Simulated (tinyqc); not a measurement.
UHF in the 3-21g basis, for H3, spin multiplicity 2, step by step (part 2 of 3). Computed by tinyqc, a small Python program that keeps every step (integrals from PySCF). Command: `OMP_NUM_THREADS=1 python tinyqc.py 24244 24245 out.jsonl` (the two numbers bound the seeds that draw the settings). One thread of a shared host (Intel(R) Xeon(R) Processor @ 2.60GHz), about 0.08 s of CPU time with the checks.

Geometry (angstrom):
```
atom         x         y          z
H     0.000000  0.000000   0.000000
H     0.000000  0.000000   0.815000
H     0.000000  0.000000  -0.815000
```

## Iteration 2: diagonalisation and new density

F(alpha) (hartree), order 1H 1s, 1H 2s, 2H 1s, 2H 2s, 3H 1s, 3H 2s:
$$\begin{pmatrix}
-0.048040 & -0.637192 & -0.472985 & -0.530242 & -0.480629 & -0.515857 \\
-0.637192 & -0.520714 & -0.480401 & -0.458419 & -0.457025 & -0.412350 \\
-0.472985 & -0.480401 & -0.032582 & -0.577370 & -0.059140 & -0.211368 \\
-0.530242 & -0.458419 & -0.577370 & -0.457274 & -0.212301 & -0.282563 \\
-0.480629 & -0.457025 & -0.059140 & -0.212301 & 0.080735 & -0.496593 \\
-0.515857 & -0.412350 & -0.211368 & -0.282563 & -0.496593 & -0.346629
\end{pmatrix}$$

F(beta) (hartree), order 1H 1s, 1H 2s, 2H 1s, 2H 2s, 3H 1s, 3H 2s:
$$\begin{pmatrix}
0.017511 & -0.571244 & -0.377426 & -0.435364 & -0.483956 & -0.502167 \\
-0.571244 & -0.417729 & -0.329700 & -0.307916 & -0.431764 & -0.371097 \\
-0.377426 & -0.329700 & 0.360999 & -0.258525 & -0.157184 & -0.239447 \\
-0.435364 & -0.307916 & -0.258525 & -0.157666 & -0.280630 & -0.292392 \\
-0.483956 & -0.431764 & -0.157184 & -0.280630 & 0.279440 & -0.373627 \\
-0.502167 & -0.371097 & -0.239447 & -0.292392 & -0.373627 & -0.254433
\end{pmatrix}$$

X, order 1H 1s, 1H 2s, 2H 1s, 2H 2s, 3H 1s, 3H 2s:
$$\begin{pmatrix}
-0.772958 & 0.000000 & 0.149069 & 1.188364 & 0.000000 & 0.216835 \\
4.004412 & 0.000000 & -0.502172 & -0.082878 & 0.000000 & 0.285538 \\
0.226987 & -0.787344 & 0.885953 & -0.259584 & 0.512270 & 0.167313 \\
-2.211316 & 1.173110 & -0.389797 & -0.309381 & 0.343815 & 0.237814 \\
0.226987 & 0.787344 & 0.885953 & -0.259584 & -0.512270 & 0.167313 \\
-2.211316 & -1.173110 & -0.389797 & -0.309381 & -0.343815 & 0.237814
\end{pmatrix}$$

Diagonalise F' = X^T F X, C = X C', fill 2 alpha and 1 beta electrons from the bottom; D(s) = C_occ C_occ^T. Each column has its largest component positive (the first on a tie).

F' = X^T F X (alpha) (hartree):
$$\begin{pmatrix}
0.847140 & 0.021486 & 0.121126 & -0.581534 & 0.044430 & -0.007403 \\
0.021486 & 0.975847 & 0.034696 & -0.001823 & -0.378193 & -0.032168 \\
0.121126 & 0.034696 & 1.097265 & -0.183131 & -0.031732 & -0.099099 \\
-0.581534 & -0.001823 & -0.183131 & 0.950343 & 0.047866 & -0.115893 \\
0.044430 & -0.378193 & -0.031732 & 0.047866 & -0.213617 & -0.041352 \\
-0.007403 & -0.032168 & -0.099099 & -0.115893 & -0.041352 & -0.707093
\end{pmatrix}$$

orbital energies (alpha) (hartree): MO1 -0.728525, MO2 -0.326574, MO3 0.328334, MO4 0.997256, MO5 1.096589, MO6 1.582806

coefficients C (alpha), order 1H 1s, 1H 2s, 2H 1s, 2H 2s, 3H 1s, 3H 2s:
$$\begin{pmatrix}
0.299415 & -0.054291 & 0.216522 & -0.612371 & 0.314308 & -1.210639 \\
0.350821 & -0.353539 & 2.823756 & 1.549044 & -0.757108 & 2.276287 \\
0.225529 & 0.259379 & 0.036798 & -0.942595 & -0.649961 & 0.619447 \\
0.209744 & 0.829631 & -1.784243 & 0.202787 & 1.114514 & -1.220435 \\
0.183262 & -0.281285 & -0.018991 & -0.310319 & 1.028722 & 0.739263 \\
0.045455 & -0.466692 & -1.926889 & -0.546617 & -0.801782 & -1.346891
\end{pmatrix}$$

F' = X^T F X (beta) (hartree):
$$\begin{pmatrix}
0.885541 & 0.005450 & 0.119363 & -0.557193 & 0.001065 & -0.036308 \\
0.005450 & 1.036575 & 0.025963 & -0.008921 & -0.352469 & -0.001479 \\
0.119363 & 0.025963 & 1.174023 & -0.229122 & -0.010249 & -0.041465 \\
-0.557193 & -0.008921 & -0.229122 & 1.029099 & 0.033507 & -0.163693 \\
0.001065 & -0.352469 & -0.010249 & 0.033507 & 0.231495 & 0.076139 \\
-0.036308 & -0.001479 & -0.041465 & -0.163693 & 0.076139 & -0.567079
\end{pmatrix}$$

orbital energies (beta) (hartree): MO1 -0.600716, MO2 0.106225, MO3 0.410523, MO4 1.047139, MO5 1.170642, MO6 1.655843

coefficients C (beta), order 1H 1s, 1H 2s, 2H 1s, 2H 2s, 3H 1s, 3H 2s:
$$\begin{pmatrix}
0.318127 & 0.012148 & 0.188067 & -0.739774 & 0.174053 & -1.168174 \\
0.532489 & -0.014076 & 2.827817 & 1.885358 & -0.429885 & 2.087157 \\
0.141164 & 0.220911 & 0.042148 & -0.750670 & -0.858958 & 0.665076 \\
-0.035531 & 0.788201 & -1.867083 & -0.194953 & 1.095693 & -1.158212 \\
0.213685 & -0.176795 & 0.037154 & -0.476903 & 0.951719 & 0.776300 \\
0.086519 & -0.676968 & -1.927953 & -0.478830 & -0.833498 & -1.257680
\end{pmatrix}$$

D(alpha) after iteration 2, order 1H 1s, 1H 2s, 2H 1s, 2H 2s, 3H 1s, 3H 2s:
$$\begin{pmatrix}
0.092597 & 0.124235 & 0.053445 & 0.017759 & 0.070142 & 0.038947 \\
0.124235 & 0.248066 & -0.012580 & -0.219725 & 0.163737 & 0.180941 \\
0.053445 & -0.012580 & 0.118141 & 0.262492 & -0.031629 & -0.110799 \\
0.017759 & -0.219725 & 0.262492 & 0.732280 & -0.194925 & -0.377649 \\
0.070142 & 0.163737 & -0.031629 & -0.194925 & 0.112706 & 0.139604 \\
0.038947 & 0.180941 & -0.110799 & -0.377649 & 0.139604 & 0.219868
\end{pmatrix}$$

D(beta) after iteration 2, order 1H 1s, 1H 2s, 2H 1s, 2H 2s, 3H 1s, 3H 2s:
$$\begin{pmatrix}
0.101205 & 0.169399 & 0.044908 & -0.011303 & 0.067979 & 0.027524 \\
0.169399 & 0.283545 & 0.075168 & -0.018920 & 0.113785 & 0.046070 \\
0.044908 & 0.075168 & 0.019927 & -0.005016 & 0.030165 & 0.012213 \\
-0.011303 & -0.018920 & -0.005016 & 0.001262 & -0.007592 & -0.003074 \\
0.067979 & 0.113785 & 0.030165 & -0.007592 & 0.045661 & 0.018488 \\
0.027524 & 0.046070 & 0.012213 & -0.003074 & 0.018488 & 0.007486
\end{pmatrix}$$

## Iteration 3: building the Fock matrix

core Hamiltonian H = T + V (hartree), order 1H 1s, 1H 2s, 2H 1s, 2H 2s, 3H 1s, 3H 2s:
$$\begin{pmatrix}
-1.464626 & -1.305366 & -0.789524 & -0.953762 & -0.789524 & -0.953762 \\
-1.305366 & -1.463483 & -0.866976 & -1.167095 & -0.866976 & -1.167095 \\
-0.789524 & -0.866976 & -1.142718 & -1.107126 & -0.079371 & -0.355487 \\
-0.953762 & -1.167095 & -1.107126 & -1.257781 & -0.355487 & -0.680467 \\
-0.789524 & -0.866976 & -0.079371 & -0.355487 & -1.142718 & -1.107126 \\
-0.953762 & -1.167095 & -0.355487 & -0.680467 & -1.107126 & -1.257781
\end{pmatrix}$$

nuclear repulsion = 1.62324298 hartree

Given earlier and not repeated: Two-electron integrals (ij|kl) in chemists' order.

J_ij = sum D_kl (ij|kl) with D = D(alpha) + D(beta), K_ij = sum D_kl (ik|jl) for each spin; F = H + J - K(s); E = tr D H + tr D J / 2 - 0.5 sum_s tr D(s) K(s) + E_nn.

Coulomb J (hartree), order 1H 1s, 1H 2s, 2H 1s, 2H 2s, 3H 1s, 3H 2s:
$$\begin{pmatrix}
2.037794 & 1.211997 & 0.644534 & 0.839760 & 0.657736 & 0.845022 \\
1.211997 & 1.490316 & 0.759392 & 1.162906 & 0.773365 & 1.168606 \\
0.644534 & 0.759392 & 1.725833 & 1.039654 & 0.033016 & 0.268676 \\
0.839760 & 1.162906 & 1.039654 & 1.329139 & 0.273461 & 0.624958 \\
0.657736 & 0.773365 & 0.033016 & 0.273461 & 1.764252 & 1.057007 \\
0.845022 & 1.168606 & 0.268676 & 0.624958 & 1.057007 & 1.336228
\end{pmatrix}$$

exchange K(alpha) (hartree), order 1H 1s, 1H 2s, 2H 1s, 2H 2s, 3H 1s, 3H 2s:
$$\begin{pmatrix}
0.600469 & 0.532378 & 0.336319 & 0.404542 & 0.364132 & 0.419967 \\
0.532378 & 0.564737 & 0.398283 & 0.461665 & 0.398238 & 0.454604 \\
0.336319 & 0.398283 & 0.657031 & 0.538459 & 0.025831 & 0.144263 \\
0.404542 & 0.461665 & 0.538459 & 0.528694 & 0.147483 & 0.247581 \\
0.364132 & 0.398238 & 0.025831 & 0.147483 & 0.619592 & 0.506191 \\
0.419967 & 0.454604 & 0.144263 & 0.247581 & 0.506191 & 0.492339
\end{pmatrix}$$

exchange K(beta) (hartree), order 1H 1s, 1H 2s, 2H 1s, 2H 2s, 3H 1s, 3H 2s:
$$\begin{pmatrix}
0.600596 & 0.506404 & 0.266987 & 0.360353 & 0.338450 & 0.404200 \\
0.506404 & 0.483478 & 0.254089 & 0.346051 & 0.335575 & 0.398057 \\
0.266987 & 0.254089 & 0.212137 & 0.216311 & 0.120661 & 0.176883 \\
0.360353 & 0.346051 & 0.216311 & 0.266747 & 0.205125 & 0.266015 \\
0.338450 & 0.335575 & 0.120661 & 0.205125 & 0.346762 & 0.322826 \\
0.404200 & 0.398057 & 0.176883 & 0.266015 & 0.322826 & 0.353133
\end{pmatrix}$$

F(alpha) (hartree), order 1H 1s, 1H 2s, 2H 1s, 2H 2s, 3H 1s, 3H 2s:
$$\begin{pmatrix}
-0.027301 & -0.625747 & -0.481309 & -0.518544 & -0.495920 & -0.528706 \\
-0.625747 & -0.537903 & -0.505867 & -0.465854 & -0.491848 & -0.453093 \\
-0.481309 & -0.505867 & -0.073917 & -0.605932 & -0.072186 & -0.231074 \\
-0.518544 & -0.465854 & -0.605932 & -0.457336 & -0.229509 & -0.303090 \\
-0.495920 & -0.491848 & -0.072186 & -0.229509 & 0.001942 & -0.556311 \\
-0.528706 & -0.453093 & -0.231074 & -0.303090 & -0.556311 & -0.413892
\end{pmatrix}$$

F(beta) (hartree), order 1H 1s, 1H 2s, 2H 1s, 2H 2s, 3H 1s, 3H 2s:
$$\begin{pmatrix}
-0.027427 & -0.599773 & -0.411977 & -0.474355 & -0.470239 & -0.512940 \\
-0.599773 & -0.456644 & -0.361673 & -0.350240 & -0.429185 & -0.396546 \\
-0.411977 & -0.361673 & 0.370977 & -0.283784 & -0.167016 & -0.263694 \\
-0.474355 & -0.350240 & -0.283784 & -0.195388 & -0.287151 & -0.321525 \\
-0.470239 & -0.429185 & -0.167016 & -0.287151 & 0.274773 & -0.372945 \\
-0.512940 & -0.396546 & -0.263694 & -0.321525 & -0.372945 & -0.274686
\end{pmatrix}$$

total energy of this density = -1.56908203 hartree

## Iteration 3: diagonalisation and new density

As before.

F' = X^T F X (alpha) (hartree):
$$\begin{pmatrix}
0.849203 & 0.008274 & 0.128190 & -0.561979 & 0.023631 & 0.010775 \\
0.008274 & 0.976290 & 0.009162 & 0.003251 & -0.367825 & -0.003007 \\
0.128190 & 0.009162 & 1.075589 & -0.180775 & -0.025577 & -0.130703 \\
-0.561979 & 0.003251 & -0.180775 & 0.947276 & 0.041116 & -0.071035 \\
0.023631 & -0.367825 & -0.025577 & 0.041116 & -0.259494 & -0.019977 \\
0.010775 & -0.003007 & -0.130703 & -0.071035 & -0.019977 & -0.740423
\end{pmatrix}$$

orbital energies (alpha) (hartree): MO1 -0.754957, MO2 -0.363138, MO3 0.337913, MO4 0.987559, MO5 1.078591, MO6 1.562474

coefficients C (alpha), order 1H 1s, 1H 2s, 2H 1s, 2H 2s, 3H 1s, 3H 2s:
$$\begin{pmatrix}
0.283102 & -0.035474 & 0.232761 & -0.676102 & 0.116578 & -1.213517 \\
0.257050 & -0.193284 & 2.847606 & 1.693919 & -0.287154 & 2.282933 \\
0.237647 & 0.287123 & 0.027028 & -0.753771 & -0.824543 & 0.653036 \\
0.212914 & 0.740623 & -1.803921 & -0.067075 & 1.100088 & -1.275087 \\
0.206271 & -0.281441 & -0.001647 & -0.536630 & 0.951476 & 0.706474 \\
0.152852 & -0.539735 & -1.898258 & -0.340525 & -0.961307 & -1.315446
\end{pmatrix}$$

F' = X^T F X (beta) (hartree):
$$\begin{pmatrix}
0.881702 & -0.004188 & 0.129506 & -0.535429 & -0.002626 & -0.022343 \\
-0.004188 & 1.041022 & -0.001193 & -0.002511 & -0.360380 & 0.001460 \\
0.129506 & -0.001193 & 1.176683 & -0.232647 & 0.011625 & -0.026259 \\
-0.535429 & -0.002511 & -0.232647 & 0.994712 & 0.002106 & -0.171848 \\
-0.002626 & -0.360380 & 0.011625 & 0.002106 & 0.240264 & 0.055998 \\
-0.022343 & 0.001460 & -0.026259 & -0.171848 & 0.055998 & -0.605934
\end{pmatrix}$$

orbital energies (beta) (hartree): MO1 -0.634010, MO2 0.105385, MO3 0.412898, MO4 1.033942, MO5 1.179605, MO6 1.630628

coefficients C (beta), order 1H 1s, 1H 2s, 2H 1s, 2H 2s, 3H 1s, 3H 2s:
$$\begin{pmatrix}
0.324819 & -0.024522 & 0.206335 & -0.798034 & 0.031415 & -1.136831 \\
0.485600 & -0.122973 & 2.800059 & 2.015990 & -0.050545 & 2.053743 \\
0.145435 & -0.199857 & 0.029477 & -0.566741 & 0.930023 & 0.752358 \\
0.016861 & -0.693546 & -1.900737 & -0.437649 & -0.957797 & -1.218820 \\
0.192749 & 0.188953 & 0.045202 & -0.608862 & -0.906744 & 0.739154 \\
0.101721 & 0.787201 & -1.866409 & -0.375468 & 0.984533 & -1.210260
\end{pmatrix}$$

D(alpha) after iteration 3, order 1H 1s, 1H 2s, 2H 1s, 2H 2s, 3H 1s, 3H 2s:
$$\begin{pmatrix}
0.081405 & 0.079628 & 0.057093 & 0.034003 & 0.068380 & 0.062419 \\
0.079628 & 0.103433 & 0.005591 & -0.088421 & 0.107420 & 0.143613 \\
0.057093 & 0.005591 & 0.138916 & 0.263249 & -0.031788 & -0.118646 \\
0.034003 & -0.088421 & 0.263249 & 0.593855 & -0.164524 & -0.367196 \\
0.068380 & 0.107420 & -0.031788 & -0.164524 & 0.121757 & 0.183432 \\
0.062419 & 0.143613 & -0.118646 & -0.367196 & 0.183432 & 0.314678
\end{pmatrix}$$

D(beta) after iteration 3, order 1H 1s, 1H 2s, 2H 1s, 2H 2s, 3H 1s, 3H 2s:
$$\begin{pmatrix}
0.105507 & 0.157732 & 0.047240 & 0.005477 & 0.062608 & 0.033041 \\
0.157732 & 0.235807 & 0.070623 & 0.008188 & 0.093599 & 0.049396 \\
0.047240 & 0.070623 & 0.021151 & 0.002452 & 0.028032 & 0.014794 \\
0.005477 & 0.008188 & 0.002452 & 0.000284 & 0.003250 & 0.001715 \\
0.062608 & 0.093599 & 0.028032 & 0.003250 & 0.037152 & 0.019607 \\
0.033041 & 0.049396 & 0.014794 & 0.001715 & 0.019607 & 0.010347
\end{pmatrix}$$

## Iteration 4: building the Fock matrix

As before.

Coulomb J (hartree), order 1H 1s, 1H 2s, 2H 1s, 2H 2s, 3H 1s, 3H 2s:
$$\begin{pmatrix}
2.022500 & 1.204865 & 0.644957 & 0.836148 & 0.652631 & 0.839289 \\
1.204865 & 1.485818 & 0.762370 & 1.161313 & 0.770403 & 1.165039 \\
0.644957 & 0.762370 & 1.740261 & 1.045129 & 0.032788 & 0.269201 \\
0.836148 & 1.161313 & 1.045129 & 1.329725 & 0.271981 & 0.623072 \\
0.652631 & 0.770403 & 0.032788 & 0.271981 & 1.760828 & 1.055019 \\
0.839289 & 1.165039 & 0.269201 & 0.623072 & 1.055019 & 1.334794
\end{pmatrix}$$

exchange K(alpha) (hartree), order 1H 1s, 1H 2s, 2H 1s, 2H 2s, 3H 1s, 3H 2s:
$$\begin{pmatrix}
0.565308 & 0.512236 & 0.338688 & 0.395104 & 0.355310 & 0.406747 \\
0.512236 & 0.556326 & 0.405084 & 0.457626 & 0.402115 & 0.454679 \\
0.338688 & 0.405084 & 0.681509 & 0.547561 & 0.026211 & 0.147241 \\
0.395104 & 0.457626 & 0.547561 & 0.525030 & 0.148170 & 0.247317 \\
0.355310 & 0.402115 & 0.026211 & 0.148170 & 0.644720 & 0.523354 \\
0.406747 & 0.454679 & 0.147241 & 0.247317 & 0.523354 & 0.505059
\end{pmatrix}$$

exchange K(beta) (hartree), order 1H 1s, 1H 2s, 2H 1s, 2H 2s, 3H 1s, 3H 2s:
$$\begin{pmatrix}
0.603298 & 0.508417 & 0.278416 & 0.369565 & 0.326371 & 0.399311 \\
0.508417 & 0.485620 & 0.267030 & 0.356768 & 0.321836 & 0.392183 \\
0.278416 & 0.267030 & 0.230433 & 0.232867 & 0.121117 & 0.182454 \\
0.369565 & 0.356768 & 0.232867 & 0.282709 & 0.201410 & 0.268763 \\
0.326371 & 0.321836 & 0.121117 & 0.201410 & 0.320397 & 0.304762 \\
0.399311 & 0.392183 & 0.182454 & 0.268763 & 0.304762 & 0.341733
\end{pmatrix}$$

F(alpha) (hartree), order 1H 1s, 1H 2s, 2H 1s, 2H 2s, 3H 1s, 3H 2s:
$$\begin{pmatrix}
-0.007434 & -0.612737 & -0.483256 & -0.512718 & -0.492203 & -0.521220 \\
-0.612737 & -0.533991 & -0.509690 & -0.463409 & -0.498688 & -0.456735 \\
-0.483256 & -0.509690 & -0.083966 & -0.609558 & -0.072794 & -0.233526 \\
-0.512718 & -0.463409 & -0.609558 & -0.453085 & -0.231675 & -0.304713 \\
-0.492203 & -0.498688 & -0.072794 & -0.231675 & -0.026610 & -0.575461 \\
-0.521220 & -0.456735 & -0.233526 & -0.304713 & -0.575461 & -0.428046
\end{pmatrix}$$

F(beta) (hartree), order 1H 1s, 1H 2s, 2H 1s, 2H 2s, 3H 1s, 3H 2s:
$$\begin{pmatrix}
-0.045424 & -0.608919 & -0.422984 & -0.487179 & -0.463264 & -0.513784 \\
-0.608919 & -0.463285 & -0.371636 & -0.362550 & -0.418409 & -0.394239 \\
-0.422984 & -0.371636 & 0.367111 & -0.294864 & -0.167700 & -0.268740 \\
-0.487179 & -0.362550 & -0.294864 & -0.210765 & -0.284915 & -0.326159 \\
-0.463264 & -0.418409 & -0.167700 & -0.284915 & 0.297714 & -0.356870 \\
-0.513784 & -0.394239 & -0.268740 & -0.326159 & -0.356870 & -0.264720
\end{pmatrix}$$

total energy of this density = -1.57790177 hartree

## Iteration 4: diagonalisation and new density

As before.

F' = X^T F X (alpha) (hartree):
$$\begin{pmatrix}
0.851136 & 0.005102 & 0.130000 & -0.557652 & 0.013015 & 0.017212 \\
0.005102 & 0.977492 & 0.006931 & 0.001840 & -0.361428 & 0.001845 \\
0.130000 & 0.006931 & 1.068680 & -0.178525 & -0.020218 & -0.141948 \\
-0.557652 & 0.001840 & -0.178525 & 0.953052 & 0.028443 & -0.051833 \\
0.013015 & -0.361428 & -0.020218 & 0.028443 & -0.276487 & -0.013834 \\
0.017212 & 0.001845 & -0.141948 & -0.051833 & -0.013834 & -0.741277
\end{pmatrix}$$

orbital energies (alpha) (hartree): MO1 -0.755393, MO2 -0.374161, MO3 0.343094, MO4 0.983637, MO5 1.074813, MO6 1.560606

coefficients C (alpha), order 1H 1s, 1H 2s, 2H 1s, 2H 2s, 3H 1s, 3H 2s:
$$\begin{pmatrix}
0.275241 & -0.024614 & 0.235384 & -0.676061 & 0.086588 & -1.217615 \\
0.220569 & -0.116474 & 2.861762 & 1.689131 & -0.209653 & 2.286236 \\
0.241490 & 0.294011 & 0.023057 & -0.727292 & -0.842191 & 0.656211 \\
0.223004 & 0.691772 & -1.822071 & -0.095159 & 1.089924 & -1.281918 \\
0.215226 & -0.287840 & 0.005398 & -0.568236 & 0.936242 & 0.696778 \\
0.185666 & -0.577004 & -1.880142 & -0.297410 & -0.988835 & -1.311465
\end{pmatrix}$$

F' = X^T F X (beta) (hartree):
$$\begin{pmatrix}
0.881356 & -0.002265 & 0.132667 & -0.530336 & -0.001381 & -0.018364 \\
-0.002265 & 1.044584 & -0.001704 & -0.000939 & -0.364491 & 0.000257 \\
0.132667 & -0.001704 & 1.182021 & -0.235718 & 0.009550 & -0.018737 \\
-0.530336 & -0.000939 & -0.235718 & 0.983252 & 0.001054 & -0.181715 \\
-0.001381 & -0.364491 & 0.009550 & 0.001054 & 0.248834 & 0.038930 \\
-0.018364 & 0.000257 & -0.018737 & -0.181715 & 0.038930 & -0.611598
\end{pmatrix}$$

orbital energies (beta) (hartree): MO1 -0.639321, MO2 0.108717, MO3 0.413250, MO4 1.031331, MO5 1.186466, MO6 1.628007

coefficients C (beta), order 1H 1s, 1H 2s, 2H 1s, 2H 2s, 3H 1s, 3H 2s:
$$\begin{pmatrix}
0.331809 & -0.017048 & 0.211579 & -0.814158 & 0.029511 & -1.122512 \\
0.483644 & -0.081128 & 2.787516 & 2.055404 & -0.055984 & 2.034043 \\
0.148071 & -0.193670 & 0.033043 & -0.557311 & 0.928072 & 0.762696 \\
0.032450 & -0.715610 & -1.891716 & -0.458266 & -0.950329 & -1.218054 \\
0.180840 & 0.188961 & 0.041034 & -0.596336 & -0.910417 & 0.748048 \\
0.089637 & 0.774666 & -1.867111 & -0.403555 & 0.986081 & -1.207918
\end{pmatrix}$$

D(alpha) after iteration 4, order 1H 1s, 1H 2s, 2H 1s, 2H 2s, 3H 1s, 3H 2s:
$$\begin{pmatrix}
0.076363 & 0.063577 & 0.059231 & 0.044352 & 0.066324 & 0.065305 \\
0.063577 & 0.062217 & 0.019020 & -0.031386 & 0.080998 & 0.108158 \\
0.059231 & 0.019020 & 0.144760 & 0.257242 & -0.032653 & -0.124809 \\
0.044352 & -0.031386 & 0.257242 & 0.528280 & -0.151124 & -0.357751 \\
0.066324 & 0.080998 & -0.032653 & -0.151124 & 0.129174 & 0.206045 \\
0.065305 & 0.108158 & -0.124809 & -0.357751 & 0.206045 & 0.367406
\end{pmatrix}$$

D(beta) after iteration 4, order 1H 1s, 1H 2s, 2H 1s, 2H 2s, 3H 1s, 3H 2s:
$$\begin{pmatrix}
0.110097 & 0.160477 & 0.049131 & 0.010767 & 0.060004 & 0.029742 \\
0.160477 & 0.233911 & 0.071614 & 0.015694 & 0.087462 & 0.043353 \\
0.049131 & 0.071614 & 0.021925 & 0.004805 & 0.026777 & 0.013273 \\
0.010767 & 0.015694 & 0.004805 & 0.001053 & 0.005868 & 0.002909 \\
0.060004 & 0.087462 & 0.026777 & 0.005868 & 0.032703 & 0.016210 \\
0.029742 & 0.043353 & 0.013273 & 0.002909 & 0.016210 & 0.008035
\end{pmatrix}$$
